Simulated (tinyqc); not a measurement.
Inside a calculation. Model: self-heating of a transistor with one or more fingers, with temperature-dependent conductivity. Computed by tinyqc, a small Python program that keeps every step. Command: `OMP_NUM_THREADS=1 python tinyqc.py 3004091 3004092 out.jsonl selfheat walk`. One thread of a shared host (Intel(R) Xeon(R) Processor @ 2.30GHz), about 0.08 s of CPU time with the checks. Intermediate numbers are printed to about 6 digits and carried at full precision; extremes and crossings named in words are read from the listed rows.

N long parallel fingers lie on the top face of a slab whose bottom is held at T_0; the top is otherwise insulated, and heat flows in two dimensions. P in W/mm is 1000 P in W/m.

Inputs (values chosen for the exercise, modelled on sapphire): conductivity at the base temperature kappa_0 = 30.1 W/(m K); exponent m in kappa ~ T^-m = 1.15; base temperature T_0 = 358 K; power per gate width P = 0.4 W/mm; fingers N = 4; finger pitch s = 38 micrometre; width of the heat source w = 0.13 micrometre; substrate thickness t = 380 micrometre; phonon free path Lambda = 25 nm; heat capacity C = 3.04 1e6 J/(m^3 K); pulse length = 0.27 microsecond.

Power: fixed power.

## Geometry factors

A line source of power P on the top face raises the top at distance x by (P/(pi kappa_0)) g(x), g(x) = -ln tanh(pi x/(4 t)) (the image sum for the slab). On a strip of width w the centre sees the mean of g over the strip, g_0 = 1 + ln(8 t/(pi w)) for w much below t.

own factor g_0 = 9.91510

g(j s), j = 1..7: [2.54620, 1.85918, 1.46381, 1.19002, 0.98434, 0.82280, 0.69244]

## Linear temperature rise of each finger

theta_i = (P/(pi kappa_0)) [g_0 + sum over j != i of g(|i - j| s)], with equal powers and constant conductivity; thermal resistance = largest theta/P.

theta of each finger (K): [66.7681, 71.3466, 71.3466, 66.7681]

largest theta = 71.3466 K

thermal resistance = 178.367 K mm/W

The neighbours supply 41 % of the rise of the hottest finger, which runs 4.6 K above the outer ones.

## Correction for the falling conductivity

Kirchhoff transformation for kappa = kappa_0 (T/T_0)^-m: T = T_0 [1 - (m - 1) theta/T_0]^(-1/(m - 1)), where theta is the linear rise. The bracket vanishes at the power P T_0/((m - 1) theta).

peak temperature = 438.283 K

true rise = 80.2830 K

true rise / linear rise = 1.12525

power at which the formula diverges = 13.3807 W/mm

The falling conductivity adds 12.5 % to the rise.

## Extra rise from ballistic phonons

Near a source smaller than the free path, Fourier's law overstates the flow. Rough estimate: a strip that emits phonons into a half space adds a resistance times area of 4 Lambda/(3 kappa_0), from the ballistic flux C v Delta T/4 with kappa_0 = C v Lambda/3, so Delta T_b = 4 Lambda P/(3 kappa_0 w); Knudsen number Lambda/w.

Knudsen number = 0.192308

ballistic rise Delta T_b = 3.40745 K

Delta T_b / largest theta = 0.0477590

By this estimate the ballistic term is at most a fifth of the Fourier rise.

## Rise at the end of a pulse

After switching on, theta(tau) = (P D/kappa_0) int_0^tau X(u) Z(u) du at the hottest finger, D = kappa_0/C; X = sum over fingers at distance x of [erf((x + w/2)/r) - erf((x - w/2)/r)]/(2 w), Z = sum_(j=-200..200) (-1)^j exp(-(2 j t/r)^2)/sqrt(pi D u), r = 2 sqrt(D u); trapezoid rule on 300 points evenly spaced in ln u from u_0 = 1e-3 min(tau, w^2/D) to tau, plus the exact piece 2 sqrt(u_0/(pi D))/w below u_0. Conductivity and power are held at their base values here, and Fourier's law is used even where the diffusion length is near a phonon free path.

diffusivity D = 9.90132 micrometre^2/microsecond

diffusion length sqrt(D tau) = 1.63504 micrometre

linear rise after the pulse = 19.584 K

share of the steady rise = 0.2745

## Rise against time

The formulas are those given above.

Heating curve:
```
time (microsecond)  sqrt(D time) (micrometre)  rise (K)  share of the steady rise
0.015                                0.385383    13.475                    0.1889
0.15                                  1.21869    18.341                    0.2571
1.5                                   3.85383     23.21                    0.3253
15                                    12.1869    28.196                    0.3952
150                                   38.5383    37.947                    0.5319
730                                   85.0174    49.329                    0.6914
2900                                  169.452    60.527                    0.8484
8800                                  295.181      68.5                    0.9601
22000                                 466.721     71.13                     0.997
```

Half the steady rise is reached between 15 and 150 microseconds, and the last row holds 99.7 % of it; the slowest time constant is 4 t^2/(pi^2 D) = 5910 microseconds. While the diffusion length lies between w and the pitch or thickness, the rise grows as the logarithm of time; once it nears the pitch of 38 micrometre the neighbours add their heat.

Checks made by the program: g(s) against the alternating image sum (relative difference 5e-07); Kirchhoff integral of kappa/kappa_0 from T_0 to T (relative difference below 1e-10); long-time limit against the steady rise (relative difference 2e-05).
